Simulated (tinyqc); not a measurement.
Alloy A(1-x)B(x) by interpolation with bowing: one step. Where the valleys cross. Four cases, with inputs chosen for the exercise.

Problem. The difference of two gaps is a quadratic q2 x^2 + q1 x + q0 with q2 = C_i - C_j, q1 = (E_B - E_A - C)_i - (E_B - E_A - C)_j, q0 = E_A,i - E_A,j; give its roots between 0 and 1 (a dash: none).

Each gap follows E(x) = (1 - x) E_A + x E_B - C x (1 - x); the lattice constant follows Vegard, a(x) = (1 - x) a_A + x a_B.

Give: Crossings.

Case 1.

Values chosen (A near AlAs, B near GaAs; not measured data):
- Eg = (3.131, 1.504) eV (gap at Gamma to the s-like level of A, B)
- EgX = (2.211, 2.005) eV (gap to the lowest valley along Gamma-X of A, B)
- EgL = (2.463, 1.818) eV (gap to L of A, B)
- C = (0.401, 0.06, 0.05) eV (bowing of the Gamma, X and L gaps)

Solution.

Crossings:
```
pair        q2      q1      q0  first root  second root
Gamma-X  0.341  -1.762   0.920      0.5894            -
Gamma-L  0.351  -1.333   0.668      0.5940            -
X-L      0.010   0.429  -0.252      0.5796            -
```

The lowest valley changes at x = 0.580 (X to L, gap 2.077 eV) and x = 0.594 (L to Gamma, gap 2.068 eV). The middle valley is lowest only in a narrow window, which small changes of the inputs would close. The other crossings lie above the lowest valley.

Case 2.

Values chosen (A near Ge, B near Si; not measured data):
- Eg = (0.893, 4.161) eV (gap at Gamma to the s-like level of A, B)
- EgX = (0.94, 1.173) eV (gap to the lowest valley along Gamma-X of A, B)
- EgL = (0.749, 2.072) eV (gap to L of A, B)
- C = (0.22, 0.19, 0) eV (bowing of the Gamma, X and L gaps)

Solution.

Crossings:
```
pair        q2      q1      q0  first root  second root
Gamma-X  0.030   3.005  -0.047      0.0156            -
Gamma-L  0.220   1.725   0.144           -            -
X-L      0.190  -1.280   0.191      0.1527            -
```

The lowest valley changes at x = 0.153 (L to X, gap 0.951 eV). The other crossings lie above the lowest valley.

Case 3.

Values chosen (A near AlAs, B near GaAs; not measured data):
- Eg = (3.143, 1.529) eV (gap at Gamma to the s-like level of A, B)
- EgX = (2.234, 1.958) eV (gap to the lowest valley along Gamma-X of A, B)
- EgL = (2.455, 1.8) eV (gap to L of A, B)
- C = (0.366, 0.06, 0) eV (bowing of the Gamma, X and L gaps)

Solution.

Crossings:
```
pair        q2      q1      q0  first root  second root
Gamma-X  0.306  -1.644   0.909      0.6258            -
Gamma-L  0.366  -1.325   0.688      0.6283            -
X-L      0.060   0.319  -0.221      0.6204            -
```

The lowest valley changes at x = 0.620 (X to L, gap 2.049 eV) and x = 0.628 (L to Gamma, gap 2.043 eV). The middle valley is lowest only in a narrow window, which small changes of the inputs would close. The other crossings lie above the lowest valley.

Case 4.

Values chosen (A near Si, B near Ge; not measured data):
- Eg = (4.171, 0.909) eV (gap at Gamma to the s-like level of A, B)
- EgX = (1.168, 0.923) eV (gap to the lowest valley along Gamma-X of A, B)
- EgL = (2.124, 0.749) eV (gap to L of A, B)
- C = (0.209, 0.221, 0) eV (bowing of the Gamma, X and L gaps)

Solution.

Crossings:
```
pair         q2      q1      q0  first root  second root
Gamma-X  -0.012  -3.005   3.003      0.9954            -
Gamma-L   0.209  -2.096   2.047           -            -
X-L       0.221   0.909  -0.956      0.8684            -
```

The lowest valley changes at x = 0.868 (X to L, gap 0.930 eV). The other crossings lie above the lowest valley.

Computed by tinyqc, one run a case: `OMP_NUM_THREADS=1 python tinyqc.py N N+1 out.jsonl` with N = 1050570, 1050611, 1050669, 1051004; one thread of a shared Intel(R) Xeon(R) Processor @ 2.30GHz, about 0.01 s a run at most.
